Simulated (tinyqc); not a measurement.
Tail length against growth temperature: equilibrium and kinetic segregation of a solute to boundaries and growing surfaces. Computed by tinyqc, a small Python program. Command: `OMP_NUM_THREADS=1 python tinyqc.py 3006677 3006678 out.jsonl segreg walk`. One thread of a shared host (Intel(R) Xeon(R) Processor @ 2.30GHz), about 0.01 s of CPU time with the checks.

Inputs (values chosen for the exercise, modelled on a solute in a copper line): exchange barrier E_b = 1.35 eV; surface segregation energy E_s = 0.31 eV; growth rate = 0.36 monolayers/s.

Constants: k_B = 8.617333262e-05 eV/K.

Method. Two-state exchange during growth, dilute: jump up r_u = nu exp(-E_b/(k_B T_g)), jump back r_d = r_u exp(-E_s/(k_B T_g)), nu = 1e13 1/s. In the time 1/R of one monolayer the share carried up is p = [r_u/(r_u + r_d)] [1 - exp(-(r_u + r_d)/R)]; the tail decays as p^n, length -1/ln p monolayers; the equilibrium limit has p = r_u/(r_u + r_d).

Exchange model:
```
T_g (K)       r_u/R        p  length (monolayers)  equilibrium limit
435      6.3534e-03  0.00633           1.9755e-01             3905.0
466      6.9740e-02  0.06736           3.7069e-01             2252.9
491      3.8625e-01  0.32036           8.7851e-01             1520.8
516      1.8123e+00  0.83622           5.5907e+00             1066.5
536      5.6263e+00  0.99521           2.0835e+02              822.4
557      1.6935e+01  0.99844           6.3860e+02              638.6
587      7.1296e+01  0.99782           4.5922e+02              459.2
633      4.9586e+02  0.99661           2.9436e+02              294.4
709      7.0389e+03  0.99378           1.6030e+02              160.3
```

What does the comparison show, and why?

The length peaks among these rows at 557 K with 639 monolayers. Below, exchange freezes (r_u/R = 0.0064 in the first row); above, the length follows the equilibrium limit, about exp(E_s/(k_B T)), down to 160.

Extremes, crossings and ranges named in words are read from the listed rows.
